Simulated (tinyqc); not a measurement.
Trench capacitor in an array: capacitance, non-linearity, leakage and relaxation: one step of the calculation.

A film between two metal electrodes, each interface adding a series capacitance ci. The small-signal permittivity is ek (1 + aq E^2); the field is found with the linear permittivity. Leakage J = J0 sinh(E/Ef). After a voltage step the film passes a relaxation current kr C V tt^(-nr), tt being the time in seconds. The sidewall is a coaxial capacitor with radii a = dm/2 - t and b = dm/2, depth AR dm; the end face is left out.

Task. Planar capacitance, field and non-linearity. Planar film: Cf = eps0 ek/t, 1/C = 1/Cf + 2/ci, EOT = 3.9 eps0/C, effective permittivity C t/eps0, E = (V/t) C/Cf; quadratic coefficient [C(V)/C - 1]/V^2 with Cf (1 + aq E^2) in C(V).

Inputs (values chosen for the exercise); permittivity of the order of that of tantalum oxide: relative permittivity of the film ek = 24.3; film thickness t = 23 nm; capacitance of each electrode interface (dead layer and screening) ci = 1000 uF/cm^2; quadratic field coefficient of the permittivity aq = 0.011 cm^2/MV^2; bias V = 0.9 V; leakage prefactor J0 = 7.1e-10 A/cm^2; field for an e-fold rise of the leakage Ef = 0.24 MV/cm.

Constants: eps0 = 8.8541878128e-14 F/cm where lengths are in cm. Results are converted to the units shown.

Give: Cf; C; EOT; effective permittivity; E; quadratic coefficient; J.

Result.

Cf = 0.9355 uF/cm^2
C = 0.9337 uF/cm^2
EOT = 3.698 nm
effective permittivity = 24.25
E = 0.3906 MV/cm
quadratic coefficient = 2068 ppm/V^2
J = 1.737e-9 A/cm^2

The interfaces take 0.187 % of the voltage.

tinyqc, about 0.01 s, one thread, Intel Xeon 2.30GHz (shared host): `OMP_NUM_THREADS=1 python tinyqc.py 2102094 2102095 out.jsonl`
